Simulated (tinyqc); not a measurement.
What moves the results: free-carrier optics of a doped semiconductor (Drude model with one polar phonon). A value that a table varies takes the place of the one given here.

eps(E) = ei [1 - Ep^2/(E^2 + i E Gam)] + (es - ei) wT^2/(wT^2 - E^2 - i E gT), with Ep^2 = 8 pi c (e^2/(4 pi eps0)) N/(m ei), c = hbar^2/2m0, N in 1/angstrom^3 (1e-24 per 1/cm^3); Gam = hbar/tau, tau = mu m m0/e with m0/e = 5.685630e-12 kg/C and mu in m^2/(V s). Energies in meV.

n + i k = sqrt(eps1 + i eps2) with k >= 0; R = ((n - 1)^2 + k^2)/((n + 1)^2 + k^2) at normal incidence from vacuum; alpha = 2 E k/(hbar c), times 1e8 for 1/cm; loss function Im(-1/eps) = eps2/(eps1^2 + eps2^2).

Constants: hbar^2/2m0 = 3.80998211 eV angstrom^2; e^2/(4 pi eps0) = 14.39964547 eV angstrom; hbar = 6.58211957e-16 eV s; hbar c = 1973.269805 eV angstrom.

Inputs chosen for the exercise (mass and dielectric values near those of InSb; N and mu are free inputs; interband absorption and the rise of the mass with filling are left out; the results hold for these values, not for the real material):
```
symbol  value    unit        meaning
m       0.0136   m0          conductivity mass
ei      15.69                high-frequency dielectric constant
wT      22.2     meV         TO phonon
es      16.81                static dielectric constant
N       2.6e+16  1/cm^3      carrier density
mu      11000    cm^2/(V s)  mobility
gT      0.5      meV         phonon damping
E       32.3     meV         photon energy
```

## The coupled modes against doping

L-, L+ solve E^4 - (wL^2 + Ep^2) E^2 + Ep^2 wT^2 = 0, wL = wT sqrt(es/ei); damping left out; energies in meV.

Modes:
```
N (1/cm^3)      Ep     L-      L+  Ep sqrt(ei/es)
2.0e+15       3.59   3.47   23.00            3.47
8.0e+15       7.19   6.92   23.06            6.95
2.0e+16      11.37  10.87   23.22           10.98
5.0e+16      17.97  16.66   23.95           17.37
8.0e+16      22.74  19.69   25.64           21.97
2.0e+17      35.95  21.74   36.71           34.73
3.0e+17      44.03  21.94   44.56           42.54
8.0e+17      71.90  22.12   72.17           69.46
2.0e+18     113.68  22.17  113.84          109.83
```

wL = 22.98 meV

What does this show, and why?

At low density L- follows Ep sqrt(ei/es) (3.47 against 3.47), a plasmon screened by the lattice, and L+ starts at wL. At the highest density L- has come within 0.03 meV of wT, since the carriers screen the field that lifts wL, and L+ is within 0.16 meV of Ep. The branches are closest, 5.96 meV, at 8e+16 1/cm^3 of those listed. The mass is held fixed, while in a real band it rises with filling.

## Reflectance across the plasma edge

Spectrum:
```
E (meV)    eps1    eps2      R  alpha (1/cm)
1.3      -26.00  254.84  0.846      1.57e+03
3.9      -18.26   69.66  0.751      2.66e+03
6.5       -8.89   30.74  0.658      2.98e+03
9.1       -1.44   15.72  0.516      2.71e+03
11.0       2.60   10.27  0.386      2.23e+03
13.0       5.88    6.89  0.296      1.66e+03
14.3       7.63    5.44  0.280      1.35e+03
16.2       9.90    3.99  0.291      1.02e+03
19.4      14.35    2.80  0.345           724
25.9       9.00    1.30  0.253           568
38.9      13.47    0.34  0.327           185
64.8      14.92    0.08  0.347          63.9
```

What does this show, and why?

Ep = 13.0 meV and Gam = 7.7 meV. R is 0.846 at the lowest energy and lowest, 0.253, at 25.9 meV of those listed; without damping and phonon it would vanish at Ep sqrt(ei/(ei - 1)) = 13.4 meV. At the highest energy R is 0.347, against 0.356 for ei alone. Between the last two rows alpha goes as E^-2.08, where the Drude limit far above Ep and Gam is E^-2; Gam and the phonon term both still act in these rows. The phonon adds its own band of high reflectance between wT = 22.2 meV and about wL = 23.0 meV, which the rows may miss. The lowest R listed is the dip just above wL, not the plasma minimum.

## What moves the optical constants

At the energy E. Each row changes one parameter from the base and keeps the others.

Results:
```
case                  Ep (meV)  Gam (meV)       R  alpha (1/cm)
base                     12.96       7.74  0.3098           281
N = 3.9e+16 1/cm^3       15.87       7.74  0.2908           436
m = 0.0163 m0            11.84       6.46  0.3152           200
mu = 6600 cm^2/(V s)     12.96      12.90  0.3134           416
ei = 16.47               12.65       7.74  0.3315           256
E = 38.8 meV             12.96       7.74  0.3269           186
```

What does this show?

The largest shifts from the base row, up to three for each result and ties (the steps differ in size, so this ranks the rows, not the parameters). Ep (meV): N +2.91, m -1.12, ei -0.31; unchanged at the printed digits by mu and E. Gam (meV): mu +5.16, m -1.28; unchanged at the printed digits by N, ei and E. R: ei +0.0217, N -0.0190, E +0.0171. alpha (1/cm): N +155, mu +135, E -95.3.

(tinyqc, `OMP_NUM_THREADS=1 python tinyqc.py 1651807 1651808 out.jsonl`, Intel(R) Xeon(R) Processor @ 2.30GHz, 1 thread, shared host, about 0.01 s.)
